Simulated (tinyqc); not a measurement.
Length of a molecular wire: coherent transport through a tight-binding bridge. Computed by the program tinyqc. T = Gamma_L Gamma_R |G_1n|^2 with the self-energies of semi-infinite chains.

A uniform bridge between two chains:
```
parameter                        value
site energy (eV)              1.200000
hopping in the bridge (eV)    1.000000
lead hopping (eV)             1.720000
couplings (eV)              0.81, 1.18
E (eV)                       -0.220000
```

Transmission against length:
```
sites           T    ln T
2      3.9948e-01  -0.918
3      7.8532e-01  -0.242
4      7.3188e-01  -0.312
5      3.8495e-01  -0.955
6      3.9605e-01  -0.926
7      7.7378e-01  -0.256
8      7.4353e-01  -0.296
9      3.8784e-01  -0.947
10     3.9277e-01  -0.935
```

What does the comparison show, and why?

E lies inside the band of the bridge (|E - e|/2h = 0.710 < 1): T does not decay but oscillates with length, between 0.385 and 0.785 here, as levels of the bridge pass E.
